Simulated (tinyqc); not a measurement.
Haynes-Shockley experiment: drift, diffusion and decay of a minority-carrier pulse: one step, computed by the program tinyqc. Command: `OMP_NUM_THREADS=1 python tinyqc.py 3110835 3110836 out.jsonl haynes walk`. One thread of a shared host (Intel(R) Xeon(R) Processor @ 2.30GHz), about 0.01 s of CPU time with the checks.

A thin sheet of excess carriers is made at x = 0, t = 0 in a long uniform bar; injection is low, so the pulse moves with the minority mobility.

Task: The signal at the collector. dn(x, t) = N0/sqrt(4 pi D t) exp(-(x - v t)^2/(4 D t) - t/tau). At fixed x the signal peaks where d ln(dn)/dt = 0: a t^2 + t/2 - x^2/(4 D) = 0 with a = v^2/(4 D) + 1/tau. The full width at half maximum is found by solving dn(x, t) = peak/2 on both sides of the peak.

Inputs (values chosen for the exercise, modelled on holes in n-type germanium in a lightly doped bar): lifetime tau = 74 microsecond; temperature T = 250 K; distance d to the collector = 0.21 cm; injected sheet density N0 = 2.1e+10 1/cm^2.

drift velocity v = 24220 cm/s

D = 37.26997 cm^2/s

Give: time of the peak t_p; peak density; width at half maximum.

Result:

time of the peak t_p = 8.593 microsecond

peak density = 2.939e+11 1/cm^3

width at half maximum = 2.454 microsecond
